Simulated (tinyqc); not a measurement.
Inductance and parasitic capacitance from two readings.

Problem. A loss-free coil L in parallel with C shows the apparent inductance L/(1 - w^2 L C), w = 2 pi f. Find L, C and the self-resonance 1/(2 pi sqrt(L C)).

apparent inductance at 5 and 7.8 GHz (nH): 10.312099  18.339784

Solution. The inverse of the reading is 1/L - w^2 C, a straight line in w^2.

L = 7.900 nH
C = 30.00 fF
self-resonance = 10.34 GHz

Program tinyqc, `OMP_NUM_THREADS=1 python tinyqc.py 2302129 2302130 out.jsonl`; Intel Xeon 2.30GHz, shared host, one thread, about 0.01 s.
